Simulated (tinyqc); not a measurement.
Ionisation and resistivity against doping: donors with valley-orbit split 1s states.

Each donor binds at most one electron, in any of its states. For a site s, W_s = sum over its states of g exp(E/kT), and the ionised share is 1/(1 + W_s exp(eta)), eta = (EF - Ec)/kT; n = Nc F_1/2(eta); neutrality n + NA = ND x (mean ionised share); holes are neglected. Nc from N = 2 (m kB T/(4 pi c))^(3/2) with c = hbar^2/2m0, in 1/angstrom^3; times 1e24 for 1/cm^3, m = md. F_j(eta) = (1/Gamma(j + 1)) integral_0^infinity x^j dx/(1 + exp(x - eta)), which tends to exp(eta) for eta << 0.

Mobility (Caughey-Thomas form): mu = mu0 + (mu1 (T/300)^(-ga) - mu0)/(1 + ((ND + NA)/Nr)^de); rho = 1/(e n mu), e = 1.602176634e-19 C.

Constants: hbar^2/2m0 = 3.80998211 eV angstrom^2; kB = 8.617333262e-05 eV/K.

Parameters, chosen for this exercise (near those of As in Si; shifted at random, so the results belong to these values and not to a real crystal): md = 1.058 m0 (density-of-states mass of the conduction band); E = (54.7, 34.6, 32.4) meV (binding energies of 1s(A1), 1s(T2), 1s(E)); g = (2, 6, 4) (their degeneracies with spin); T = 300 K; mu0 = 61 cm^2/(V s) (mobility at heavy doping); mu1 = 1389 cm^2/(V s) (mobility at light doping and 300 K); Nr = 1.1e+17 1/cm^3 (reference doping); de = 0.72 (doping exponent); ga = 2.3 (temperature exponent).

NA = 0.

Results:

| ND (1/cm^3) | n (1/cm^3) | n/ND | mu (cm^2/(V s)) | rho (ohm cm) | rho at full ionisation |
|---|---|---|---|---|---|
| 1.0e+14 | 1.00e+14 | 1.000 | 1380 | 45.2 | 45.2 |
| 1.0e+15 | 9.98e+14 | 0.998 | 1345 | 4.65 | 4.64 |
| 1.0e+16 | 9.81e+15 | 0.981 | 1188 | 0.535 | 0.525 |
| 1.0e+17 | 8.56e+16 | 0.856 | 748 | 0.0975 | 0.0835 |
| 3.0e+17 | 2.12e+17 | 0.706 | 495 | 0.0595 | 0.0420 |
| 1.0e+18 | 5.02e+17 | 0.502 | 286 | 0.0434 | 0.0218 |
| 2.0e+18 | 7.84e+17 | 0.392 | 207 | 0.0384 | 0.0150 |

Give the missing row, ND (1/cm^3) = 3.0e+16.

Computed row:
```
ND (1/cm^3)  n (1/cm^3)   n/ND  mu (cm^2/(V s))  rho (ohm cm)  rho at full ionisation
3.0e+16        2.84e+16  0.947             1015         0.216                   0.205
```

From 1e16 to 1e18 1/cm^3 rho falls by a factor 12.3, not 100: the mobility takes a factor 4.15 and incomplete ionisation 1.95. n/ND is below 0.9 from 1e+17 1/cm^3 on. From a few times 1e18 1/cm^3 on, depending on the dopant, the levels merge with the band, and already below that screening lowers the binding energy, so the last rows understate n.

(tinyqc, `OMP_NUM_THREADS=1 python tinyqc.py 1680222 1680223 out.jsonl`, Intel(R) Xeon(R) Processor @ 2.30GHz, 1 thread, shared host, about 0.01 s.)
